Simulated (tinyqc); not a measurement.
Donor level screened by free carriers (Yukawa potential): one step. One-parameter trial function. Four cases, with inputs chosen for the exercise.

Problem. For exp(-z r): E(z) = z^2 - 8 z^3/(2z + x)^2 in Ry*. Scan z = 0.5, 0.6, ..., 1.1, then minimise; first order gives -1 + 2x.

Potential -(q/(eps r)) exp(-ks r), q = e^2/(4 pi eps0). In units Ry* = Ry m/eps^2 and a* = a0 eps/m the problem is [-Laplacian - 2 exp(-x r)/r] psi = E psi with x = ks a*.

Give: Scan (Ry*); best z; E; binding.

Case 1.

x = 0.118701
Ry* = 30.84124 meV

Solution.

Scan (Ry*):
```
z    kinetic  potential        E
0.5   0.2500    -0.7990  -0.5490
0.6   0.3600    -0.9937  -0.6337
0.7   0.4900    -1.1897  -0.6997
0.8   0.6400    -1.3866  -0.7466
0.9   0.8100    -1.5842  -0.7742
1.0   1.0000    -1.7822  -0.7822
1.1   1.2100    -1.9805  -0.7705
```

best z = 0.991
E = -0.7823 Ry*
binding = 24.13 meV

First order in x would give -0.763 Ry*, a rigid shift by q ks/eps; it overstates the loss of binding by 0.020 Ry*.

Case 2.

x = 0.692268
Ry* = 30.55300 meV

Solution.

Scan (Ry*):
```
z    kinetic  potential        E
0.5   0.2500    -0.3492  -0.0992
0.6   0.3600    -0.4826  -0.1226
0.7   0.4900    -0.6268  -0.1368
0.8   0.6400    -0.7795  -0.1395
0.9   0.8100    -0.9389  -0.1289
1.0   1.0000    -1.1037  -0.1037
1.1   1.2100    -1.2729  -0.0629
```

best z = 0.772
E = -0.1400 Ry*
binding = 4.28 meV

First order in x would give 0.385 Ry*, a rigid shift by q ks/eps; it overstates the loss of binding by 0.525 Ry*.

Case 3.

x = 0.323282
Ry* = 8.34705 meV

Solution.

Scan (Ry*):
```
z    kinetic  potential        E
0.5   0.2500    -0.5711  -0.3211
0.6   0.3600    -0.7447  -0.3847
0.7   0.4900    -0.9240  -0.4340
0.8   0.6400    -1.1073  -0.4673
0.9   0.8100    -1.2936  -0.4836
1.0   1.0000    -1.4821  -0.4821
1.1   1.2100    -1.6724  -0.4624
```

best z = 0.942
E = -0.4852 Ry*
binding = 4.05 meV

First order in x would give -0.353 Ry*, a rigid shift by q ks/eps; it overstates the loss of binding by 0.132 Ry*.

Case 4.

x = 0.503469
Ry* = 56.49951 meV

Solution.

Scan (Ry*):
```
z    kinetic  potential        E
0.5   0.2500    -0.4424  -0.1924
0.6   0.3600    -0.5955  -0.2355
0.7   0.4900    -0.7573  -0.2673
0.8   0.6400    -0.9257  -0.2857
0.9   0.8100    -1.0991  -0.2891
1.0   1.0000    -1.2765  -0.2765
1.1   1.2100    -1.4569  -0.2469
```

best z = 0.872
E = -0.2898 Ry*
binding = 16.37 meV

First order in x would give 0.007 Ry*, a rigid shift by q ks/eps; it overstates the loss of binding by 0.297 Ry*.

Computed by tinyqc, one run a case: `OMP_NUM_THREADS=1 python tinyqc.py N N+1 out.jsonl` with N = 1250438, 1250465, 1250567, 1250690; one thread of a shared Intel(R) Xeon(R) Processor @ 2.30GHz, about 0.01 s a run at most.
